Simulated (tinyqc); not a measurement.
From one set of inputs to another, one input at a time: Froehlich polaron in a polar crystal. Computed by tinyqc, a small Python program. Command: `OMP_NUM_THREADS=1 python tinyqc.py 3023359 3023360 out.jsonl frohlich ladder`. One thread of a shared host (Intel(R) Xeon(R) Processor @ 2.30GHz), about 0.2 s of CPU time with the checks.

One electron in a parabolic band of mass m*, coupled to dispersionless LO phonons in the continuum model. Energies are in units of hbar omega unless marked, wave numbers in k_0 = sqrt(2 m* omega/hbar).

The inputs printed are set A. Set A is modelled on gallium nitride; the values taken over come from a set modelled on cadmium telluride. Inputs not listed in the table keep their values of set A, so the rows need not describe a real material.

Inputs (values chosen for the exercise, modelled on gallium nitride):

| quantity | value | unit |
|---|---|---|
| band mass m* | 0.195 | m_0 |
| LO phonon energy hbar omega | 90.7 | meV |
| eps_inf | 5.22 | - |
| static dielectric constant eps_s | 9.8 | - |

Constants: hbar^2/(2 m_0) = 3.80998212 eV angstrom^2; e^2/(4 pi eps_0) = 14.39964548 eV angstrom.

Method:
- 1/eps* = 1/eps_inf - 1/eps_s; k_0 = sqrt(2 m* omega/hbar) = sqrt(m* hbar omega / (hbar^2/(2 m_0))) with m* in m_0; alpha = (e^2/(4 pi eps_0)) k_0/(2 eps* hbar omega); polaron length 1/k_0.
- Feynman's bound: E(v, w) = 3 (v - w)^2/(4 v) - (alpha v/sqrt(pi)) int_0^infinity e^-u D(u)^(-1/2) du, D = w^2 u + ((v^2 - w^2)/v)(1 - e^(-v u)); integrals by 80 Gauss-Legendre points in s from 0 to 1 with u = 40 s^2.
- Minimise over v > w > 0 (simplex search); mass m_p/m* = 1 + (alpha v^3/(3 sqrt(pi))) int u^2 e^-u D^(-3/2) du.

Each row keeps all changes above it:

| input moved | from | to | coupling constant alpha | polaron length 1/k_0 (angstrom) | polaron energy, Feynman (meV) |
|---|---|---|---|---|---|
| set A | - | - | 0.4842 | 14.68 | -44.19 |
| band mass m* (m_0) | 0.195 | 0.0938 | 0.3358 | 21.16 | -30.59 |
| eps_inf | 5.22 | 7.18 | 0.1397 | 21.16 | -12.69 |
| static dielectric constant eps_s | 9.8 | 10.2 | 0.1547 | 21.16 | -14.06 |
| LO phonon energy hbar omega (meV) | 90.7 | 20.7 | 0.3238 | 44.30 | -6.73 |

Where does the difference come from?

Coupling constant alpha goes from 0.484 to 0.324, a factor 0.669 in all. The largest single move comes from eps_inf (a factor 0.416), and LO phonon energy hbar omega works against it (a factor 2.09). Polaron length 1/k_0 goes from 14.7 to 44.3, a factor 3.02 in all. The largest single move comes from LO phonon energy hbar omega (a factor 2.09). Polaron energy, Feynman goes from -44.2 to -6.73, +37.5 in all. The largest single move comes from eps_inf (+17.9). The single moves hold for this order of the switches; the total does not depend on the order.

Extremes, crossings and ranges named in words are read from the listed rows.
